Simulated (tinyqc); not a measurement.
# Inverter chain driving a load

N inverters, each f = Hc^(1/N) times larger than the one before: delay tau N (f + pp). Switched capacitance in units of the first input, with output capacitance pp times the input: Hc + (1 + pp)(Hc - 1)/(f - 1).

Values chosen for this exercise:
```
symbol  value  unit                                       meaning
Hc        130        load over the input capacitance of the chain
pp        0.6                      parasitic delay of an inverter
tau       2.4    ps                                    delay unit
```

Inverter chain driving a load:
```
N	f	delay (ps)	switched capacitance
1	130.00	313.44	131.60
2	11.402	57.608	149.84
3	5.0658	40.794	180.76
4	3.3766	38.176	216.84
5	2.6472	38.967	255.30
6	2.2507	41.051	295.02
7	2.0044	43.755	335.49
8	1.8376	46.801	376.43
```

What does the table show?

The delay goes from 313 through a minimum of 38.2 (at N = 4 among the rows listed) to 46.8 ps. The best stage effort solves pp + rho (1 - ln rho) = 0, rho = 3.27, which gives N = ln Hc/ln rho = 4.11. One stage fewer than the best costs 6.9 % in delay and saves 17 % of the switched capacitance.

tinyqc, about 0.01 s, one thread, Intel Xeon 2.30GHz (shared host): `OMP_NUM_THREADS=1 python tinyqc.py 2082113 2082114 out.jsonl`
